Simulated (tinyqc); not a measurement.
Sp3 tight binding, zinc-blende lattice, step by step. One step of it, computed by the program tinyqc.

Problem. Levels at L. Diagonalise the Hermitian matrix.

H(k) at L (eV):
```
                      a s                 a px                 a py                 a pz
a s            -20.280000             0.000000             0.000000             0.000000
a px             0.000000            -8.330000             0.000000             0.000000
a py             0.000000             0.000000            -8.330000             0.000000
a pz             0.000000             0.000000             0.000000            -8.330000
c s   -5.792227-5.792227i   4.273072+4.273072i   4.273072+4.273072i   4.273072+4.273072i
c px  -4.273072-4.273072i   1.930742+1.930742i  -5.027974-5.027974i  -5.027974-5.027974i
c py  -4.273072-4.273072i  -5.027974-5.027974i   1.930742+1.930742i  -5.027974-5.027974i
c pz  -4.273072-4.273072i  -5.027974-5.027974i  -5.027974-5.027974i   1.930742+1.930742i

                      c s                 c px                 c py                 c pz
a s   -5.792227+5.792227i  -4.273072+4.273072i  -4.273072+4.273072i  -4.273072+4.273072i
a px   4.273072-4.273072i   1.930742-1.930742i  -5.027974+5.027974i  -5.027974+5.027974i
a py   4.273072-4.273072i  -5.027974+5.027974i   1.930742-1.930742i  -5.027974+5.027974i
a pz   4.273072-4.273072i  -5.027974+5.027974i  -5.027974+5.027974i   1.930742-1.930742i
c s            -12.620000             0.000000             0.000000             0.000000
c px             0.000000            -4.330000             0.000000             0.000000
c py             0.000000             0.000000            -4.330000             0.000000
c pz             0.000000             0.000000             0.000000            -4.330000
```

Give: eigenvalues.

Solution.

eigenvalues (eV): -28.8840  -24.1946  -16.3723  -16.3723  -1.1012  3.7123  3.7123  8.6197
